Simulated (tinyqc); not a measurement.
One-electron ion in a basis of Gaussians, step by step. One step of it, computed by the program tinyqc.

Task: Matrices over normalised Gaussians. With p = a_i + a_j and I(k) = Gamma((k+1)/2) / (2 p^((k+1)/2)): S = I(2l+2), T = (2l+3) a_i a_j S / p, V = -Z I(2l+1), each divided by sqrt(S_ii S_jj).

exponents of r^l exp(-a r^2) (1/bohr^2): 0.011990  0.033740

Z = 3

l = 2

Give: S; T; V.

Result:

S:
```
        1       2
1  1.0000  0.6384
2  0.6384  1.0000
```

T (hartree):
```
        1       2
1  0.0420  0.0395
2  0.0395  0.1181
```

V (hartree):
```
         1        2
1  -0.2796  -0.2465
2  -0.2465  -0.4690
```
